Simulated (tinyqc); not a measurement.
Coverage and depolarisation: effective work function and flat-band voltage of a metal/high-k/SiO2/Si stack with a dipole layer.

Constants: e^2/(4 pi eps0) = 14.39964547 eV angstrom.

Values chosen for the exercise (a stack on Si capped with an yttrium-like oxide; shifted at random, so the results belong to these values and not to a real crystal):
- qd = 0.22 e (charge of a dipole)
- dd = 2.4 angstrom (its length)
- ed = 7.7 (dielectric constant in the dipole layer)
- al = 2 angstrom^3 (polarisability volume of a dipole)

Size of the step: linear D0 = 4 pi e2 N qd dd/ed, and D0/(1 + 9 al N^(3/2)), N in angstrom^-2, a Topping factor applied on top of ed as a model choice.

Results:

| N (cm^-2) | D0 (eV) | 9 al N^(3/2) | D (eV) |
|---|---|---|---|
| 2.0e+13 | 0.0248 | 0.0016 | 0.0248 |
| 5.0e+13 | 0.0620 | 0.0064 | 0.0616 |
| 1.0e+14 | 0.1241 | 0.0180 | 0.1219 |
| 2.0e+14 | 0.2482 | 0.0509 | 0.2361 |
| 4.0e+14 | 0.4963 | 0.1440 | 0.4338 |
| 7.0e+14 | 0.8686 | 0.3334 | 0.6514 |
| 1.0e+15 | 1.2408 | 0.5692 | 0.7907 |

Depolarisation takes off 1.8 % at 1e14 and 25 % at 7e14 cm^-2. D would peak at N = (2/(9 al))^(2/3) = 2.3e+15 cm^-2, beyond the table.

Computed by tinyqc, a small Python program: `OMP_NUM_THREADS=1 python tinyqc.py 1850920 1850921 out.jsonl` (the numbers bound the seed that draws the inputs); one thread of a shared host (Intel(R) Xeon(R) Processor @ 2.30GHz), about 0.01 s for the whole set of steps.
